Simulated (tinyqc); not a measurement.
Inside a calculation. Model: collinear exchange A + BC -> AB + C on a London-Eyring-Polanyi-Sato surface: saddle, string of images and rate. Computed by tinyqc, a small Python program that keeps every step. Command: `OMP_NUM_THREADS=1 python tinyqc.py 3113549 3113550 out.jsonl leps walk`. One thread of a shared host (Intel(R) Xeon(R) Processor @ 2.30GHz), about 0.05 s of CPU time with the checks. Intermediate numbers are printed to about 6 digits and carried at full precision; extremes and crossings named in words are read from the listed rows.

x = r(AB), y = r(BC), r(AC) = x + y. V is counted from separated atoms, the barrier from A + BC, that is V + D(BC).

Inputs (values chosen for the exercise, for a model exchange):

| quantity | value | unit |
|---|---|---|
| D(AB) | 4.72 | eV |
| r0(AB) | 0.848 | angstrom |
| beta(AB) | 1.76 | 1/angstrom |
| D(BC) | 4.59 | eV |
| r0(BC) | 1.13 | angstrom |
| beta(BC) | 1.57 | 1/angstrom |
| D(AC) | 3.12 | eV |
| r0(AC) | 1.34 | angstrom |
| beta(AC) | 1.58 | 1/angstrom |
| Sato parameter S | 0.094 | - |
| mass of A | 19 | u |
| mass of B | 16 | u |
| mass of C | 1.008 | u |
| temperature T | 500 | K |
| step of the string | 0.01 | angstrom^2/eV |

Constants: nu for 1 eV/(angstrom^2 u) = 15.6333042 THz; h x 1 THz = 4.135667696 meV; k_B = 1.380649e-23 J/K; u = 1.6605390666e-27 kg; k_B = 8.617333262e-05 eV/K.

## One point of the surface

For each pair, with u = exp(-beta (r - r0)): Q = D [(3 + S) u^2 - (2 + 6 S) u]/(4 (1 + S)), J = D [(1 + 3 S) u^2 - (6 + 2 S) u]/(4 (1 + S)); V = Q1 + Q2 + Q3 - sqrt(((J1 - J2)^2 + (J2 - J3)^2 + (J3 - J1)^2)/2). Take x = r0(AB) + 0.3 and y = r0(BC) + 0.1 angstrom.

Pair terms:

| pair | u | Q (eV) | J (eV) |
|---|---|---|---|
| AB | 0.589783 | -0.470246 | -3.45548 |
| BC | 0.854704 | 0.072127 | -4.56523 |
| AC | 0.193972 | -0.271597 | -0.82140 |

V = -4.00035 eV

## Relaxing the string

String of 9 images between the fixed ends (r0(AB) + 2, r0(BC)) and (r0(AB), r0(BC) + 2), started on the two straight legs through (r0(AB) + 0.3, r0(BC) + 0.3): each iteration moves the inner images by -step x gradient (central differences) and spaces them evenly again along the broken line (coordinates are kept between 0.2 and 8 angstrom); stop when no coordinate changes by more than 1e-5 angstrom, at most 400 iterations.

Course:

| iteration | highest inner image above A + BC (eV) | largest move (angstrom) |
|---|---|---|
| 1 | 0.598909 | 2.60729e-02 |
| 2 | 0.594343 | 2.34360e-02 |
| 3 | 0.590459 | 2.09751e-02 |
| 4 | 0.587185 | 1.84328e-02 |
| 5 | 0.584461 | 1.59342e-02 |
| 6 | 0.582219 | 1.35722e-02 |
| 7 | 0.580387 | 1.14108e-02 |
| ... | ... | ... |
| 52 | 0.572128 | 1.93090e-05 |
| 53 | 0.572126 | 1.71325e-05 |
| 54 | 0.572125 | 1.52007e-05 |
| 55 | 0.572124 | 1.34863e-05 |
| 56 | 0.572123 | 1.19649e-05 |
| 57 | 0.572122 | 1.06148e-05 |
| 58 | 0.572122 | 9.41679e-06 |

Images at the end:

| image | x (angstrom) | y (angstrom) | V + D(BC) (eV) |
|---|---|---|---|
| 0 | 2.84800 | 1.13000 | 0.024279 |
| 1 | 2.39751 | 1.13193 | 0.055743 |
| 2 | 1.94705 | 1.13791 | 0.133473 |
| 3 | 1.49887 | 1.17884 | 0.329489 |
| 4 | 1.09502 | 1.37846 | 0.572122 |
| 5 | 0.89280 | 1.78061 | 0.235863 |
| 6 | 0.85581 | 2.22905 | 0.025084 |
| 7 | 0.85000 | 2.67951 | -0.061194 |
| 8 | 0.84800 | 3.13000 | -0.098088 |

last move = 9.41679e-06 angstrom

Converged in 58 iterations.

## Saddle by Newton steps

From the highest inner image, z -> z - H^-1 g with gradient g and Hessian H by central differences, steps capped at 0.15 angstrom, 12 steps.

The first seven points:

| step | x | y | V + D(BC) (eV) | \|g\| (eV/angstrom) |
|---|---|---|---|---|
| 0 | 1.09502 | 1.37846 | 0.572122 | 1.84220e-01 |
| 1 | 1.11491 | 1.35228 | 0.574881 | 1.25423e-02 |
| 2 | 1.11610 | 1.35266 | 0.574876 | 3.09459e-05 |
| 3 | 1.11610 | 1.35267 | 0.574876 | 0 |
| 4 | 1.11610 | 1.35267 | 0.574876 | 0 |
| 5 | 1.11610 | 1.35267 | 0.574876 | 0 |
| 6 | 1.11610 | 1.35267 | 0.574876 | 0 |

saddle (x, y) (angstrom): 1.11610  1.35267

barrier = 0.574876 eV

Hessian (eV/angstrom^2):
```
         x        y
x  1.92366  8.17556
y  8.17556  4.04227
```

The highest image lies 2.8 meV below the saddle. Stretches at the saddle: AB 0.268, BC 0.223 angstrom, for a reaction energy D(BC) - D(AB) = -0.13 eV.

## Frequencies at the saddle

Wilson matrix G = [[1/m_A + 1/m_B, -1/m_B], [-1/m_B, 1/m_B + 1/m_C]]; eigenvalues lambda of G H give nu = 15.6333042 THz x sqrt(|lambda|), the negative one being imaginary. Reactant: nu_BC from k = 2 D beta^2 and 1/m_B + 1/m_C. Skew angle: cos = sqrt(m_A m_C/((m_A + m_B)(m_B + m_C))).

imaginary frequency = 18.6370 THz

real frequency at the saddle = 34.5476 THz

nu_BC = 76.3674 THz

skew angle = 79.6670 degrees

## Transition-state rate

One-dimensional rate constant without tunnelling, k = sqrt(k_B T/(2 pi mu)) [sinh(h nu_BC/(2 k_B T))/sinh(h nu_s/(2 k_B T))] exp(-barrier/(k_B T)) with mu = m_A (m_B + m_C)/(m_A + m_B + m_C); Wigner factor 1 + (h nu_i/(k_B T))^2/24; adiabatic barrier = barrier + h (nu_s - nu_BC)/2.

adiabatic barrier = 0.488400 eV

rate constant k = 0.336300 cm/s

Wigner factor = 1.13334

## Rate against temperature

The formulas are those given above.

Rates; the last column is k_B T^2 d ln k/dT:

| T (K) | k (cm/s) | Wigner factor | activation energy (eV) |
|---|---|---|---|
| 300 | 1.31783e-04 | 1.37038 | 0.501896 |
| 400 | 1.73252e-02 | 1.20834 | 0.507902 |
| 550 | 1.00110e+00 | 1.11019 | 0.519066 |
| 750 | 1.93682e+01 | 1.05926 | 0.535905 |
| 1000 | 1.59744e+02 | 1.03333 | 0.556815 |
| 1400 | 1.05911e+03 | 1.01701 | 0.586852 |
| 2000 | 4.75873e+03 | 1.00833 | 0.625078 |

The activation energy goes from 0.502 eV at 300 K, near the adiabatic barrier plus k_B T/2 (0.501), to 0.625 eV at 2000 K; the classical limit is the barrier plus k_B T/2 (0.661).

Checks made by the program: V for A far away against -D(BC) (relative difference below 1e-10).
